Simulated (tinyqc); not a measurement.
The network against temperature: hopping conduction between localised states. Computed by tinyqc, a small Python program. Command: `OMP_NUM_THREADS=1 python tinyqc.py 3018403 3018404 out.jsonl hop walk`. One thread of a shared host (Intel(R) Xeon(R) Processor @ 2.30GHz), about 0.01 s of CPU time with the checks.

Energies are counted from the Fermi level. A small network shows the mechanism; the laws of an infinite system follow.

Inputs (values chosen for the exercise, for a model amorphous semiconductor): localisation length xi = 2.2 nm; temperature T = 25 K.

Dimension: 3D.

sites of the small network (nm, nm, meV):
```
       x     y  energy
1      0  0.57   -1.05
2   3.07  6.28   11.76
3    7.5  4.91  -17.55
4  13.98   2.5    15.3
5  18.12  4.39    2.75
6     22  6.59    1.02
```

Constants: k_B = 8.617333262e-05 eV/K.

Method:
- Miller-Abrahams exponent s_ij = 2 r_ij/xi + (|E_i| + |E_j| + |E_i - E_j|)/(2 k_B T); G_ij = G_0 exp(-s_ij).
- Site 1 is held at potential 1 and site 6 at 0; Kirchhoff's law sum_j G_ij (u_i - u_j) = 0 fixes the others; G = sum_j G_1j (1 - u_j).
- Critical exponent s_c: the smallest value such that bonds with s_ij <= s_c connect site 1 with site 6.
- The last column is the length of the critical bond.

Network:
```
T (K)  -ln(G/G_0)     s_c  critical hop (nm)
7.5        22.456  22.714             18.518
11.0       20.718  20.844             18.518
18.0       18.828  19.285             18.518
25.0       16.966  17.599             11.546
38.0       14.464  15.169             11.546
62.0       11.903  12.434              6.914
120.0       9.458   9.462              6.914
380.0       7.650   7.288              6.914
```

What does the comparison show, and why?

-ln(G/G_0) follows s_c within 0.8. The critical hop is 18.5 nm long at the lowest T and 6.91 nm at the highest: on cooling the carrier goes farther to find a site of nearer energy, which is variable-range hopping.

Extremes, crossings and ranges named in words are read from the listed rows.
